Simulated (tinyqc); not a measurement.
What each parameter does: round or elliptic silicon nanowire with anisotropic valleys (Ritz method).

Wire along x = [110] on a (001) wafer, y = [-110], z = [001]. Valley groups (w = inverse masses): A, two valleys along z: w_y = 1/mt, w_z = 1/ml, m_x = mt; B, four valleys in the wafer plane: w_y = (1/ml + 1/mt)/2, w_z = 1/mt, m_x = (ml + mt)/2.

Hard wall on the ellipse (y/a)^2 + (z/b)^2 = 1, c = hbar^2/2m0. With u = y/a, v = z/b the operator is -c [(w_y/a^2) d2/du2 + (w_z/b^2) d2/dv2] on the unit disc. Basis (1 - u^2 - v^2) u^i v^j; S, X and Y are the disc integrals of f f', (df/du)(df'/du) and (df/dv)(df'/dv), from the integral of u^p v^q = 2 Gamma((p+1)/2) Gamma((q+1)/2)/((p + q + 2) Gamma((p+q+2)/2)) for even p, q; H = c (w_y X/a^2 + w_z Y/b^2).

Converged values use 21 functions of each parity class (e or o in u, then in v).

Constants: hbar^2/2m0 = 3.80998211 eV angstrom^2.

Values chosen for the exercise (near those of a Si nanowire; not measured data):

| symbol | value | unit | meaning |
|---|---|---|---|
| ml | 0.923 | m0 | longitudinal mass |
| mt | 0.191 | m0 | transverse mass |
| a | 22 | angstrom | semi-axis along y |
| b | 22 | angstrom | semi-axis along z |

Lowest level of groups A and B.

One parameter was then changed.

Results before and after:

| case | A (eV) | B (eV) | B - A (meV) |
|---|---|---|---|
| base | 0.1414 | 0.1908 | 49.4 |
| changed | 0.1351 | 0.1641 | 29.0 |

Which of these changes was made? (a) b = 25 angstrom; (b) a = 20 angstrom; (c) ml = 1.034 m0; (d) mt = 0.172 m0.

Answer: (a) b = 25 angstrom. Of the candidates, run in turn, only this one gives the changed row.

All candidates:

| case | A (eV) | B (eV) | B - A (meV) |
|---|---|---|---|
| base | 0.1414 | 0.1908 | 49.4 |
| a = 20 angstrom | 0.1652 | 0.2061 | 40.8 |
| b = 25 angstrom | 0.1351 | 0.1641 | 29.0 |
| ml = 1.034 m0 | 0.1384 | 0.1894 | 51.0 |
| mt = 0.172 m0 | 0.1540 | 0.2104 | 56.5 |

Run: tinyqc, `OMP_NUM_THREADS=1 python tinyqc.py 1252530 1252531 out.jsonl`; Intel(R) Xeon(R) Processor @ 2.30GHz, one thread, shared host; about 0.03 s of CPU time with all checks.
